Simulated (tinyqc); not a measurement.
Inside a calculation. Method: Hubbard chain of 2 sites. One step of it, computed by the program tinyqc.

Problem. The many-body Hamiltonian. Basis: all placements (u, d, 2, 0 on each site), up operators ordered before down ones; hops carry the sign of the same-spin electrons passed.

one-body matrix (hopping and site energies) (eV):
```
           1          2
1   0.570000  -1.640000
2  -1.640000  -0.780000
```

U = 5.900000 eV

electrons, up and down: 1  1

Give: H.

Solution.

H (eV), lower triangle:
```
        20      ud      du     02
20   7.040
ud  -1.640  -0.210
du  -1.640   0.000  -0.210
02   0.000  -1.640  -1.640  4.340
```
